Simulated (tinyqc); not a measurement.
Floating body of a partially depleted SOI transistor: body voltage and kink: two steps of the calculation.

Source at 0 V. Channel current Ic = 2 nf K Vt^2 [F(0) - F(Vd)](1 + la Vd), F(V) = ln^2(1 + exp((Vg - VT - nf V)/(2 nf Vt))), VT = VT0 - gb Vb. Saturation voltage Vs = 2 Vt sqrt(F(0)) + 3 Vt, excess Ve = (Vd - Vs + sqrt((Vd - Vs)^2 + 0.0004 V^2))/2, multiplication M1 = Ai Ve exp(-Bl/Ve). Each junction passes D(v) = J1 (exp(v/Vt) - 1) + J2 (exp(v/(2 Vt)) - 1). Bipolar current Ib = bb J1 (exp(Vb/Vt) - 1). The body settles where M1 (Ic + Ib) = D(Vb) + D(Vb - Vd) + Vb/Rb; drain current Id = (1 + M1)(Ic + Ib) - D(Vb - Vd).

Values chosen for this exercise; values of the order met in partially depleted silicon-on-insulator transistors: temperature T = 300 K; threshold at zero body voltage VT0 = 0.34 V; fall of the threshold per volt of body voltage gb = 0.35; slope factor nf = 1.41; gain factor per width K = 590 uA/(V^2 um); channel-length modulation factor la = 0.09 1/V; impact-ionisation prefactor Ai = 2.45 1/V; impact-ionisation voltage Bl = 5.1 V; diffusion saturation current of each junction J1 = 7.1e-12 uA/um; recombination saturation current of each junction J2 = 1.4e-8 uA/um; gain of the lateral bipolar transistor on the diffusion current bb = 0; resistance of a weak body tie to the source (1e9 stands for no tie, and the term is then dropped) Rb = 1e9 kohm um; gate voltage Vg = 0.54 V; drain voltage Vd = 1.8 V.

Constants: q = 1.602176634e-19 C, kB = 1.380649e-23 J/K, Vt = kB T/q. Results are converted to the units shown.

Question 1. New Vb. Current into the body I_in = M1 (Ic + Ib) - D(Vb - Vd), current out I_out = D(Vb) + Vb/Rb; f = ln(I_in/I_out), s = df/dVb by central differences over 1e-5 V, Vb(new) = Vb - f/s.

Vb after iteration 1 = 0.70245786 V

Give: Ic; Ve; M1; I_in; I_out; f; s; Vb after iteration 2.

Answer 1.

Ic = 48.364 uA/um
Ve = 1.4062 V
M1 = 0.091643
I_in = 4.4322 uA/um
I_out = 4.4989 uA/um
f = -0.014940
s = -37.883 1/V
Vb after iteration 2 = 0.70206 V

Question 2. Drain current with floating and with grounded body. Id and VT at the converged Vb, Id at Vb = 0, their ratio, and the bipolar share Ib/(Ic + Ib).

converged Vb = 0.70206349 V

Find: VT; Id, floating; Id, grounded; ratio; bipolar share.

Answer 2.

VT = 0.09428 V
Id, floating = 52.76 uA/um
Id, grounded = 11.72 uA/um
ratio = 4.501
bipolar share = 0.000 %

The body rises to 0.702 V and lowers the threshold by 246 mV.

Range of the model: The multiplication law is an empirical form chosen for the exercise; self-heating and capacitive coupling to the body are left out, and the linear laws are rough once Vb passes about 0.7 V or M1 about 0.1.

tinyqc, about 0.2 s, one thread, Intel Xeon 2.30GHz (shared host): `OMP_NUM_THREADS=1 python tinyqc.py 2182127 2182128 out.jsonl`
